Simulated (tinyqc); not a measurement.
Hot carriers by balance equations with a heated Maxwellian. Inputs raised by 10 %, one at a time. Computed by tinyqc, a small Python program. Command: `OMP_NUM_THREADS=1 python tinyqc.py 3019941 3019942 out.jsonl hot sens`. One thread of a shared host (Intel(R) Xeon(R) Processor @ 2.30GHz), about 0.06 s of CPU time with the checks.

The carriers follow a Maxwellian at an electron temperature T_e, slightly displaced; the drift energy is neglected against k_B T_e. The balance averages the rate, not the time, so mu_0 lies below the relaxation-time value.

Inputs (values chosen for the exercise, modelled on holes in germanium):

| quantity | value | unit |
|---|---|---|
| effective mass m | 0.304 | m_0 |
| density rho | 5323 | kg/m^3 |
| sound velocity v_l | 5350 | m/s |
| acoustic deformation potential D_A | 4.8 | eV |
| phonon energy hbar w | 36.4 | meV |
| optical or intervalley deformation potential D_o | 8.1 | 1e8 eV/cm |
| final valleys Z_f | 1 | - |
| lattice temperature T | 150 | K |
| electric field F | 0.45 | kV/cm |
| mixing | 0.4 | - |
| iteration cap | 300 | - |

Band: parabolic. Solver: damped fixed point.

Constants: k_B = 8.617333262e-05 eV/K; k_B = 1.380649e-23 J/K; e = 1.602176634e-19 C; hbar = 1.054571817e-34 J s; m_0 = 9.1093837015e-31 kg; hbar = 6.582119569e-16 eV s.

Method:
- Parabolic band: E = hbar^2 k^2/(2 m), speed v = hbar k/m, states per spin, volume and energy g(E) = m k/(2 pi^2 hbar^2). Masses are multiplied by m_0 and all formulas are in SI units.
- Phonon occupation N_q = 1/(exp(hbar w/(k_B T)) - 1).
- Acoustic deformation potential (elastic, equipartition, absorption and emission together): 1/tau = 2 pi k_B T D_A^2 g(E)/(hbar rho v_l^2).
- Optical or intervalley deformation potential: 1/tau = (pi Z_f D_o^2/(rho w)) [N_q g(E + hbar w) + (N_q + 1) g(E - hbar w)], with g = 0 below the band edge.
- Averages over the Maxwellian, <y> = int y x^(1/2) exp(-x) dx / int x^(1/2) exp(-x) dx with x = E/(k_B T_e), split at x_0 = hbar w/(k_B T_e): 64 Gauss-Legendre points in sqrt(x) below it and 128 in sqrt(x - x_0) above it, up to x = 32. Momentum balance: mu(T_e) = e/(m nu), nu = <x (sum of rates)>/<x>. Power lost per carrier: P(T_e) = hbar w <emission rate - absorption rate> + <(2 m v_l^2/(k_B T)) (E - 2 k_B T) acoustic rate>.
- Energy relaxation time at weak heating: tau_E = (3/2) k_B / (dP/dT_e), the derivative by a central difference of +/- 0.5 K at T_e = T.
- Fixed point: T_out = T + (T_e - T) e mu(T_e) F^2/P(T_e), T_new = T_e + mixing (T_out - T_e).
- Start at T_e = 1.5 T; stop when T_e moves by less than 1e-6 K or exceeds 1e6 K.
- v = mu(T_e) F; warm-carrier coefficient (mu/mu_0 - 1)/F^2.

Runs:

| input moved | from | to | drift velocity (1e7 cm/s) | electron temperature T_e (K) | low-field mobility mu_0 (cm^2/(V s)) | energy relaxation time tau_E (ps) |
|---|---|---|---|---|---|---|
| base run | - | - | 0.3250 | 170.8 | 8474 | 1.973 |
| effective mass m (m_0) | 0.304 | 0.3344 | 0.2670 | 165.1 | 6678 | 1.709 |
| sound velocity v_l (m/s) | 5350 | 5885 | 0.3454 | 172.1 | 9154 | 1.973 |
| acoustic deformation potential D_A (eV) | 4.8 | 5.28 | 0.3032 | 169.5 | 7776 | 1.971 |
| phonon energy hbar w (meV) | 36.4 | 40.04 | 0.3682 | 176.9 | 10040 | 2.335 |
| optical or intervalley deformation potential D_o (1e8 eV/cm) | 8.1 | 8.91 | 0.2986 | 166.1 | 7565 | 1.632 |
| lattice temperature T (K) | 150 | 165 | 0.2777 | 181.6 | 6893 | 1.786 |
| density rho (kg/m^3) | 5323 | 5855.3 | 0.3488 | 174.4 | 9322 | 2.170 |

Exponents ln(y'/y) / ln(x'/x):

| input | drift velocity | electron temperature T_e | low-field mobility mu_0 | energy relaxation time tau_E |
|---|---|---|---|---|
| effective mass m | -2.062 | -0.359 | -2.500 | -1.505 |
| sound velocity v_l | 0.638 | 0.075 | 0.809 | 0.000 |
| acoustic deformation potential D_A | -0.728 | -0.083 | -0.902 | -0.010 |
| phonon energy hbar w | 1.311 | 0.366 | 1.778 | 1.766 |
| optical or intervalley deformation potential D_o | -0.888 | -0.298 | -1.191 | -1.992 |
| lattice temperature T | -1.648 | 0.640 | -2.167 | -1.048 |
| density rho | 0.741 | 0.214 | 1.000 | 1.000 |

Among the inputs moved here: drift velocity answers most in size to effective mass m (exponent -2.062), next to lattice temperature T (-1.648). Electron temperature T_e answers most in size to lattice temperature T (exponent +0.640), next to phonon energy hbar w (+0.366). Low-field mobility mu_0 answers most in size to effective mass m (exponent -2.500), next to lattice temperature T (-2.167). Its exponent -2.500 in effective mass m: rates scale as m^(3/2) and mu = e tau/m. Energy relaxation time tau_E answers most in size to optical or intervalley deformation potential D_o (exponent -1.992), next to phonon energy hbar w (+1.766); its exponent is below 0.0005 for sound velocity v_l.

Caution (all rows): the drift energy m v^2/2 is not small against the heating (3/2) k_B (T_e - T), so T_e - T is rough.
